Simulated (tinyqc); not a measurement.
Deep-level transient spectroscopy: two steps of the calculation.

Schottky contact on an n-type layer with shallow donors Nd (all ionised) and a donor-like deep trap, neutral when filled and positive when empty; depletion approximation. Traps within lam of the depletion edge stay filled. A long pulse to Vp fills the traps beyond x1 = Wp - lam; back at Vr those between x1 and x2 = Wr - lam emit. A rate window reads S = C(t2) - C(t1).

Parameters, values chosen for the exercise; material values close to those of silicon:
```
symbol,value,unit,meaning
eps_r,11.7,,relative permittivity
Nc,2.8e19,cm^-3,conduction-band density of states at 300 K
vth,2.2e7,cm/s,thermal velocity at 300 K
Nd,2.8e16,cm^-3,shallow donor density
Et,0.24,eV,depth of the trap below the conduction edge
sn,1.5e-17,cm^2,capture cross-section
Nt,2.6e15,cm^-3,trap density
t1,2,ms,first sampling time
t2,20,ms,second sampling time
T,160,K,temperature of the transient
```

Constants: q = 1.602176634e-19 C, kB = 1.380649e-23 J/K, eps0 = 8.8541878128e-14 F/cm where lengths are in cm. Results are converted to the units shown.

Question 1. Emission rate and rate window. Emission rate en = sn vth(T) Nc(T) exp(-Et/kB T) = sn g T^2 exp(-Et/kB T), g = vth Nc/(300 K)^2, as vth goes as T^0.5 and Nc as T^1.5 (degeneracy factor 1). For an exponential transient S peaks where en = ew = ln(t2/t1)/(t2 - t1).

Wanted: g; en; 1/en; ew.

Answer 1.

g = 6.8444e21 cm^-2 s^-1 K^-2
en = 72.444 1/s
1/en = 13.804 ms
ew = 127.92 1/s

Question 2. The transient. W(t)^2 = Wr^2 + (Nt/Nd)(x2^2 - x1^2) exp(-en t), C = eps0 eps_r/W; for small Nt, dC/C = -(Nt/2 Nd) G exp(-en t) with G = (x2^2 - x1^2)/Wr^2. S = C(t2) - C(t1).

| sample | t (ms) |
|---|---|
| 0 | 0 |
| 1 | 1 |
| 2 | 2 |
| 3 | 11 |
| 4 | 20 |
| 5 | 40 |
| 6 | 100 |

en = 72.443954 1/s
Wr = 456.07093 nm
G = (x2^2 - x1^2)/Wr^2 = 0.63247473

Wanted: C; C - C(final); S.

Answer 2.

| sample | C (nF/cm^2) | C - C(final) (pF/cm^2) |
|---|---|---|
| 0 | 22.075 | -639.00 |
| 1 | 22.118 | -596.08 |
| 2 | 22.159 | -555.94 |
| 3 | 22.420 | -294.80 |
| 4 | 22.559 | -155.03 |
| 5 | 22.678 | -36.69 |
| 6 | 22.714 | -0.48 |

S = 400.91 pF/cm^2

Computed by the program tinyqc: `OMP_NUM_THREADS=1 python tinyqc.py 2050035 2050036 out.jsonl`, one thread of a shared Intel Xeon 2.30GHz, about 0.01 s for the whole run.
